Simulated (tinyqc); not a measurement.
# p-n diode, drift-diffusion by the Gummel loop with Scharfetter-Gummel fluxes, step by step

tinyqc, about 0.2 s, one thread, Intel Xeon 2.30GHz (shared host): `OMP_NUM_THREADS=1 python tinyqc.py 2240145 2240146 out.jsonl` Printed values are rounded.

Abrupt junction at x = 0, p side from -Lp, n side to Ln, ohmic contacts. psi is counted from the intrinsic level; n = ni exp((psi - phin)/Vt), p = ni exp((phip - psi)/Vt). Contacts: p side psi = V - Vt ln(Na/ni), p = Na, n = ni^2/Na; n side psi = Vt ln(Nd/ni), n = Nd, p = ni^2/Nd. Constant mobilities, D = mu Vt, Boltzmann statistics, SRH recombination through a mid-gap level, U = (n p - ni^2)/(tp (n + ni) + tn (p + ni)). Current is positive from the p contact to the n contact.

Values chosen for this exercise; band and dielectric values close to those of cadmium telluride: temperature T = 300 K; band gap Eg = 1.51 eV; relative permittivity eps_r = 10.2; conduction-band density of states at T Nc = 7.89e17 cm^-3; valence-band density of states at T Nv = 1.83e19 cm^-3; acceptor density of the p side Na = 1.2e17 cm^-3; donor density of the n side Nd = 3.4e15 cm^-3; electron mobility mun = 810 cm^2/(V s); hole mobility mup = 68 cm^2/(V s); SRH lifetime of electrons tn = 9e-9 s; SRH lifetime of holes tp = 6e-9 s; uniform generation rate G = 0 cm^-3 s^-1; bias of the p contact V = 0.6 V.

Constants: q = 1.602176634e-19 C, kB = 1.380649e-23 J/K, Vt = kB T/q, eps0 = 8.8541878128e-14 F/cm where lengths are in cm. Results are converted to the units shown.

## Intrinsic density and built-in voltage

ni = sqrt(Nc Nv) exp(-Eg/(2 Vt)), Eg in volts; Vbi = Vt ln(Na Nd/ni^2).

ni = 7.876301e5 cm^-3
Vbi = 1.239222 V

## Round 1: Poisson equation

x, node 0 to 12 (nm): [-720, -479, -311, -194, -111, -54.1, -14, 14, 72.5, 195, 450, 984, 2100]
phin at the start, node 0 to 12 (V): [0.6, 0, 0, 0, 0, 0, 0, 0, 0, 0, 0, 0, 0]
phip at the start, node 0 to 12 (V): [0.6, 0.6, 0.6, 0.6, 0.6, 0.6, 0.6, 0.6, 0.6, 0.6, 0.6, 0.6, 0]

With phin and phip held, solve a_i (psi_(i+1) - psi_i) - a_(i-1) (psi_i - psi_(i-1)) + q w_i (p_i - n_i + C_i) = 0 for the inner nodes by Newton steps to convergence; a_i = eps0 eps_r/h_i, h_i = x_(i+1) - x_i, w_i = (h_(i-1) + h_i)/2, C = -Na or +Nd.

psi, node 0 to 12 (V): [-0.0656757, -0.0656757, -0.0656757, -0.0656754, -0.0656564, -0.0650132, -0.0540846, 0.0268825, 0.1657751, 0.3894441, 0.5649615, 0.5734640, 0.5735465]
n after Poisson, node 0 to 12 (cm^-3): [5.169676e-6, 62089.72, 62089.72, 62090.38, 62135.94, 63701.42, 97216.74, 2.228067e6, 4.799772e8, 2.745969e12, 2.439258e15, 3.389171e15, 3.4e15]
p after Poisson, node 0 to 12 (cm^-3): [1.2e17, 1.200000e17, 1.200000e17, 1.199987e17, 1.199107e17, 1.169639e17, 7.664077e16, 3.344049e15, 1.552317e13, 2.713347e9, 3.054522e6, 2.198403e6, 1.824591e-4]

## Round 1: electron continuity

With psi and p held, F_i = (mun Vt/h_i) [n_(i+1) B(d_i) - n_i B(-d_i)], d_i = (psi_(i+1) - psi_i)/Vt, B(d) = d/(exp(d) - 1); solve F_i - F_(i-1) = w_i [(n_i p_i - ni^2)/den_i - G] for the new n, with den = tp (n + ni) + tn (p + ni) taken at the old n and p, h_i = x_(i+1) - x_i, w_i = (h_(i-1) + h_i)/2; phin = psi - Vt ln(n/ni).

new n, node 0 to 12 (cm^-3): [5.169676e-6, 21202.99, 36022.16, 46374.95, 53776.08, 60254.38, 96402.03, 2.226885e6, 4.799430e8, 2.745968e12, 2.439257e15, 3.389171e15, 3.4e15]
phin after round 1, node 0 to 12 (V): [0.6000000, 0.0277764, 0.0140750, 0.0075444, 0.0037355, 0.0014382, 0.0002176, 0.0000137, 0.0000018, 0.0000000, 0.0000000, 0.0000000, 0.0000000]

## Round 1: hole continuity

With psi and the new n held, F_i = (mup Vt/h_i) [p_(i+1) B(-d_i) - p_i B(d_i)], d_i = (psi_(i+1) - psi_i)/Vt, B(d) = d/(exp(d) - 1); solve F_i - F_(i-1) = w_i [(n_i p_i - ni^2)/den_i - G] for the new p, with den = tp (n + ni) + tn (p + ni) taken at the new n and the old p, h_i = x_(i+1) - x_i, w_i = (h_(i-1) + h_i)/2; phip = psi + Vt ln(p/ni).

new p, node 0 to 12 (cm^-3): [1.2e17, 1.200000e17, 1.200000e17, 1.199987e17, 1.199107e17, 1.169639e17, 7.664077e16, 3.344049e15, 1.552316e13, 2.706456e9, 2.930392e6, 1.196252e6, 1.824591e-4]
phip after round 1, node 0 to 12 (V): [0.6000000, 0.6000000, 0.6000000, 0.6000000, 0.6000000, 0.6000000, 0.6000000, 0.6000000, 0.6000000, 0.5999343, 0.5989275, 0.5842681, 0.0000000]

## Course of the Gummel loop

Stop when phin and phip change by less than 1e-8 V, or after 80 rounds. J = Jn at the p contact + Jp at the n contact + q sum w_i U_i - q G sum w_i over the inner nodes, which avoids differences of large majority fluxes: Jn = (q mun Vt/h_0)[n_1 B(d_0) - n_0 B(-d_0)], Jp = (q mup Vt/h_last)[p_(N-1) B(d_last) - p_N B(-d_last)], d_i = (psi_(i+1) - psi_i)/Vt, B(d) = d/(exp(d) - 1), w_i = (h_(i-1) + h_i)/2.

Course of the iteration:
```
round   J (A/cm^2)  largest change of phin, phip (V)
1      1.451311e-6                            0.0278
2      1.451311e-6                          3.27e-10
```

Converged in 2 rounds.

## Recombination and current

converged psi, node 0 to 12 (V): [-0.0656757, -0.0656757, -0.0656757, -0.0656754, -0.0656564, -0.0650132, -0.0540846, 0.0268825, 0.1657751, 0.3894441, 0.5649615, 0.5734640, 0.5735465]
converged n, node 0 to 12 (cm^-3): [5.169676e-6, 21202.99, 36022.16, 46374.95, 53776.08, 60254.38, 96402.03, 2.226885e6, 4.799430e8, 2.745968e12, 2.439258e15, 3.389171e15, 3.4e15]
converged p, node 0 to 12 (cm^-3): [1.2e17, 1.200000e17, 1.200000e17, 1.199987e17, 1.199107e17, 1.169639e17, 7.664077e16, 3.344049e15, 1.552316e13, 2.706456e9, 2.930392e6, 1.196251e6, 1.824591e-4]

U_i as defined. J = Jn at the p contact + Jp at the n contact + q sum w_i U_i - q G sum w_i over the inner nodes, which avoids differences of large majority fluxes: Jn = (q mun Vt/h_0)[n_1 B(d_0) - n_0 B(-d_0)], Jp = (q mup Vt/h_last)[p_(N-1) B(d_last) - p_N B(-d_last)], d_i = (psi_(i+1) - psi_i)/Vt, B(d) = d/(exp(d) - 1), w_i = (h_(i-1) + h_i)/2.

U, node 0 to 12 (cm^-3 s^-1): [0, 2.355888e12, 4.002462e12, 5.152772e12, 5.975120e12, 6.694932e12, 1.071134e13, 2.474317e14, 5.332590e16, 4.504097e17, 4.883986e14, 1.993752e14, 0]
Jn at the p contact = 2.951683e-9 A/cm^2
Jp at the n contact = 3.014247e-9 A/cm^2
recombination = 1.445345e-6 A/cm^2
generation = 0 A/cm^2
J = 1.451311e-6 A/cm^2

A 500-node mesh gives J = 4.530e-6 A/cm^2; this mesh differs from it by -3.1e-6 A/cm^2 (-68 %).
